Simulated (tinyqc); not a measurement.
Hot carriers by balance equations with a heated Maxwellian: one step, computed by the program tinyqc. Command: `OMP_NUM_THREADS=1 python tinyqc.py 3024253 3024254 out.jsonl hot walk`. One thread of a shared host (Intel(R) Xeon(R) Processor @ 2.30GHz), about 0.02 s of CPU time with the checks.

The carriers follow a Maxwellian at an electron temperature T_e, slightly displaced; the drift energy is neglected against k_B T_e. The balance averages the rate, not the time, so mu_0 lies below the relaxation-time value.

Question. Equilibrium values. Parabolic band: E = hbar^2 k^2/(2 m), speed v = hbar k/m, states per spin, volume and energy g(E) = m k/(2 pi^2 hbar^2). Masses are multiplied by m_0 and all formulas are in SI units. Phonon occupation N_q = 1/(exp(hbar w/(k_B T)) - 1). Acoustic deformation potential (elastic, equipartition, absorption and emission together): 1/tau = 2 pi k_B T D_A^2 g(E)/(hbar rho v_l^2). Optical or intervalley deformation potential: 1/tau = (pi Z_f D_o^2/(rho w)) [N_q g(E + hbar w) + (N_q + 1) g(E - hbar w)], with g = 0 below the band edge. Averages over the Maxwellian, <y> = int y x^(1/2) exp(-x) dx / int x^(1/2) exp(-x) dx with x = E/(k_B T_e), split at x_0 = hbar w/(k_B T_e): 64 Gauss-Legendre points in sqrt(x) below it and 128 in sqrt(x - x_0) above it, up to x = 32. Momentum balance: mu(T_e) = e/(m nu), nu = <x (sum of rates)>/<x>. Power lost per carrier: P(T_e) = hbar w <emission rate - absorption rate> + <(2 m v_l^2/(k_B T)) (E - 2 k_B T) acoustic rate>. Energy relaxation time at weak heating: tau_E = (3/2) k_B / (dP/dT_e), the derivative by a central difference of +/- 0.5 K at T_e = T.

Inputs (values chosen for the exercise, modelled on holes in silicon):

| quantity | value | unit |
|---|---|---|
| effective mass m | 0.487 | m_0 |
| density rho | 2329 | kg/m^3 |
| sound velocity v_l | 8860 | m/s |
| acoustic deformation potential D_A | 5.6 | eV |
| phonon energy hbar w | 64.9 | meV |
| optical or intervalley deformation potential D_o | 7.7 | 1e8 eV/cm |
| final valleys Z_f | 1 | - |
| lattice temperature T | 300 | K |

Band: parabolic. Solver: damped fixed point.

Constants: k_B = 8.617333262e-05 eV/K; k_B = 1.380649e-23 J/K; e = 1.602176634e-19 C; hbar = 1.054571817e-34 J s; m_0 = 9.1093837015e-31 kg; hbar = 6.582119569e-16 eV s.

Give: low-field mobility mu_0; energy relaxation time tau_E.

Answer.

low-field mobility mu_0 = 1016 cm^2/(V s)

energy relaxation time tau_E = 0.5515 ps

Energy and momentum relax at comparable rates here.
